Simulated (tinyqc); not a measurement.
Five-frequency model of solute diffusion by vacancies in an fcc metal: one step, computed by the program tinyqc.

A vacancy next to the solute exchanges with it (w2), jumps to one of 4 sites that also neighbour the solute (w1) or to one of 7 that do not (w3); w4 is the reverse of w3 and w0 the host jump.

Problem. Diffusivities. c_v = exp(S_f - E_f/(k_B T)); host D0 = a^2 c_v w0 x 0.7815; solute D2 = a^2 c_v exp(E_b/(k_B T)) w2 f2; 1 angstrom^2 = 1e-16 cm^2.

Inputs (values chosen for the exercise, for a model solute in a host close to gold): binding energy E_b (positive for attraction) = 0.04 eV; vacancy formation energy E_f = 0.953 eV; formation entropy S_f = 1.6 k_B; lattice constant a = 4.08 angstrom; temperature T = 602 K.

rates (1/s): w0 1.532309e+07, w1 1.104147e+07, w2 1.182358e+08, w3 4819953, w4 1.042106e+07

correlation factor f2 = 0.1713147

Constants: k_B = 8.617333262e-05 eV/K.

Give: vacancy fraction c_v; host diffusivity D0; solute diffusivity D2; ratio D2/D0.

Solution.

vacancy fraction c_v = 5.2074e-08

host diffusivity D0 = 1.0380e-15 cm^2/s

solute diffusivity D2 = 3.7962e-15 cm^2/s

ratio D2/D0 = 3.6571

The ratio splits into binding 2.16, exchange rate 7.72 and correlation 0.219.
